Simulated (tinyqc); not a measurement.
Inverse iteration on a symmetric matrix, step by step. One step of it, computed by the program tinyqc.

Question. Step 2. solve (A - shift) w = v; v' = w/|w| with its largest component positive (the first on a tie); lambda = v'^T A v'.

A:
$$\begin{pmatrix}
2.606000 & 0.645000 & -1.234000 & 1.391000 \\
0.645000 & 2.744000 & 1.731000 & 1.047000 \\
-1.234000 & 1.731000 & 3.113000 & 0.381000 \\
1.391000 & 1.047000 & 0.381000 & 3.835000
\end{pmatrix}$$

vector after step 1: [-0.431237, 0.708123, -0.532242, 0.171215]

shift = 0.610000

Give: vector after step 2; Rayleigh quotient after step 2.

Answer.

vector after step 2: [0.586, -0.513, 0.610, -0.144]

Rayleigh quotient after step 2 = 0.355
